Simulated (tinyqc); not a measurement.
What moves the results: phonon-assisted absorption at an indirect gap. A value that a table varies takes the place of the one given here.

alpha(E) = sum_j A_j [N_j (E - Eg + w_j)^2 + (N_j + 1)(E - Eg - w_j)^2], each bracket counted only where its base is positive; N_j = 1/(exp(w_j/kB T) - 1). The first term absorbs a phonon and the second emits one; excitons and direct transitions are left out.

Photodiode (Gaertner form with a dead layer): QE = (1 - R) exp(-alpha xj) [1 - exp(-alpha W)/(1 + alpha L)], R = ((nr - 1)/(nr + 1))^2; responsivity = QE/E in A/W for E in eV.

Constants: kB = 8.617333262e-05 eV/K.

Inputs chosen for the exercise (loosely those of SiGe at room temperature; Eg is not tied to T; not measured data): Eg = 0.956 eV (indirect gap, held fixed unless listed); w = (49.6, 15.3) meV (two zone-edge phonons); A = (4100, 210) 1/(cm eV^2) (their strengths); T = 77 K; nr = 3.76 (refractive index); xj = 0.15 micrometre (dead layer at the surface); W = 6.9 micrometre (depleted width); L = 60 micrometre (minority diffusion length below it); E = 1.313 eV (photon energy).

## The square root of alpha at three temperatures

The gap is held fixed, so only the phonon occupations change.

sqrt(alpha) (1/cm^(1/2)):

| E - Eg (eV) | 4 K | 150 K | 300 K |
|---|---|---|---|
| -0.04 | 0.000 | 0.091 | 0.255 |
| -0.02 | 0.000 | 0.281 | 0.786 |
| 0.00 | 0.000 | 0.494 | 1.340 |
| 0.02 | 0.068 | 0.748 | 1.937 |
| 0.04 | 0.358 | 1.092 | 2.597 |
| 0.07 | 1.528 | 2.148 | 3.923 |
| 0.10 | 3.453 | 4.009 | 5.901 |
| 0.15 | 6.719 | 7.339 | 9.601 |
| 0.20 | 9.995 | 10.725 | 13.444 |
| 0.30 | 16.556 | 17.536 | 21.248 |
| 0.45 | 26.401 | 27.777 | 33.040 |
| 0.60 | 36.247 | 38.027 | 44.863 |

What can be read from the table?

Below the gap only phonon absorption acts: at E - Eg = -0.02 eV sqrt(alpha) is 0.000, 0.281 and 0.786 at 4, 150 and 300 K. A straight line through the last two rows meets the axis at E - Eg = +0.0478, +0.0435 and +0.0308 eV: the intercept is roughly a weighted mean of the thresholds, not the gap, and it moves from the emission side towards Eg as the occupations grow. At the last row alpha grows by a factor 1.53 from the lowest to the highest temperature at fixed gap.

## Spectral response

Response:

| E (eV) | wavelength (nm) | alpha (1/cm) | 1/alpha (micrometre) | dead layer | collected | QE | A/W |
|---|---|---|---|---|---|---|---|
| 0.98 | 1265 | 0.0662 | 1.51e+05 | 1.000 | 0.000 | 0.000 | 0.000 |
| 1.02 | 1216 | 1.58 | 6.33e+03 | 1.000 | 0.010 | 0.007 | 0.007 |
| 1.08 | 1148 | 26.0 | 385 | 1.000 | 0.150 | 0.100 | 0.092 |
| 1.16 | 1069 | 107 | 93.1 | 0.998 | 0.435 | 0.288 | 0.249 |
| 1.26 | 984 | 288 | 34.8 | 0.996 | 0.699 | 0.462 | 0.367 |
| 1.41 | 879 | 721 | 13.9 | 0.989 | 0.886 | 0.582 | 0.413 |
| 1.61 | 770 | 1.61e+03 | 6.23 | 0.976 | 0.969 | 0.628 | 0.390 |
| 1.86 | 667 | 3.20e+03 | 3.12 | 0.953 | 0.995 | 0.629 | 0.338 |
| 2.16 | 574 | 5.83e+03 | 1.71 | 0.916 | 1.000 | 0.608 | 0.281 |
| 2.56 | 484 | 1.06e+04 | 0.946 | 0.853 | 1.000 | 0.566 | 0.221 |

How do the results move?

QE is highest, 0.629, at 1.86 eV of those listed and the responsivity at 1.41 eV; reflection alone caps QE at 0.664. Near the gap weak absorption limits it (collected share 0.000); at the top the dead layer passes 0.853. Far above the gap the quadratic law and a constant index are only rough; in the real crystal direct transitions take over near 2 eV, so the rows above that understate alpha.

## What moves the response

At the energy E. Each row changes one parameter from the base and keeps the others.

Results:

| case | alpha (1/cm) | QE |
|---|---|---|
| base | 418.5 | 0.5189 |
| Eg = 0.936 eV | 474.2 | 0.5355 |
| T = 127 K | 441.1 | 0.5260 |
| W = 13.8 micrometre | 418.5 | 0.5542 |
| L = 30 micrometre | 418.5 | 0.4405 |
| xj = 0.3 micrometre | 418.5 | 0.5156 |
| nr = 3.95 | 418.5 | 0.5041 |

What does this show?

The largest shifts from the base row, up to three for each result and ties (the steps differ in size, so this ranks the rows, not the parameters). alpha (1/cm): Eg +55.8, T +22.6; unchanged at the printed digits by W, L, xj and nr. QE: L -0.0784, W +0.0353, Eg +0.0166.

Computed by tinyqc, a small Python program: `OMP_NUM_THREADS=1 python tinyqc.py 1651542 1651543 out.jsonl` (the numbers bound the seed that draws the inputs); one thread of a shared host (Intel(R) Xeon(R) Processor @ 2.30GHz), about 0.01 s for the whole set of steps.
